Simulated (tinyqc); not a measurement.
Two-sublattice mean-field magnet: ferrimagnet, compensation points and susceptibility: one step, computed by the program tinyqc. Command: `OMP_NUM_THREADS=1 python tinyqc.py 3009953 3009954 out.jsonl ferri walk`. One thread of a shared host (Intel(R) Xeon(R) Processor @ 2.30GHz), about 0.01 s of CPU time with the checks.

A random alloy A(1-x)B(x) with H = -sum over pairs J S_i.S_j. a = <S_A> and b = <S_B> are taken along z, a > 0. Exchange fields: h_A = (1 - x) zJ_AA a + x zJ_AB b, h_B = (1 - x) zJ_AB a + x zJ_BB b; a = S_A B_(S_A)(S_A h_A/(k_B T)) and likewise for b, with the Brillouin function B_S(y) = [(2S + 1)/(2S)] coth[(2S + 1) y/(2S)] - [1/(2S)] coth[y/(2S)].

Question. Net moment and spin. Net moment m = (1 - x) g_A a + x g_B b in mu_B per site; net spin s = (1 - x) a + x b. At T = 0, a = S_A and b = -S_B. Effective g = m/s.

Inputs (values chosen for the exercise, for a model ferrimagnet):
```
quantity               value  unit
spin S_A                 1.5     -
spin S_B                 3.5     -
g factor g_A             2.2     -
g factor g_B               2     -
fraction x of B sites   0.14     -
```

a = 1.496545

b = -3.326264

Give: net moment m; net spin s; m at T = 0; effective g.

Answer.

net moment m = 1.9001 mu_B

net spin s = 0.82135

m at T = 0 = 1.858 mu_B

effective g = 2.3134

A dominates at T, as at T = 0.
